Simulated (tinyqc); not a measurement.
Mesh: mean-field antiferromagnet of the Hubbard model on the square lattice.

e(k) = -2 t (cx + cy) - 4 t2 cx cy, ci = cos ki; one electron a site; Q = (pi, pi). <n_up - n_dn> = m cos(Q.R) gives Delta = U m/2 and bands E = e+ -/+ sqrt(e-^2 + Delta^2), e+- = (e(k) +- e(k + Q))/2 (the constant U/2 is dropped). Means run over the mesh k_i = 2 pi (j + 1/2)/N of the whole zone: mu from mean(f(E-) + f(E+)) = 1; m(out) = mean of Delta (f(E-) - f(E+))/sqrt(e-^2 + Delta^2); free energy per site F = -kT mean[ln(1 + exp(-(E- - mu)/kT)) + ln(1 + exp(-(E+ - mu)/kT))] + mu + U m^2/4. Order at T > 0 in two dimensions is an artefact of mean field.

Constants: kB = 8.617333262e-05 eV/K.

Values chosen for the exercise:
- t = 0.83 eV (nearest hopping)
- t2 = -0.14 eV (second hopping)
- U = 7.26 eV (on-site repulsion)
- T = 300 K

Start m = 0.9, at most 400 steps.

Results:
```
N        m  Delta (eV)
4   0.9071      3.2929
6   0.9082      3.2968
8   0.9082      3.2968
12  0.9082      3.2968
16  0.9082      3.2968
24  0.9082      3.2968
48  0.9082      3.2968
```

What can be read from this table?

m spans 0.9071 to 0.9082; it stays within 0.002 of the last value from N = 4 on. The level spacing across the Fermi surface, about 4 pi t/N, should fall below the larger of Delta = 3.297 eV and kT, a rough rule that asks for N above about 3.2.

(tinyqc, `OMP_NUM_THREADS=1 python tinyqc.py 1682695 1682696 out.jsonl`, Intel(R) Xeon(R) Processor @ 2.30GHz, 1 thread, shared host, about 0.1 s.)
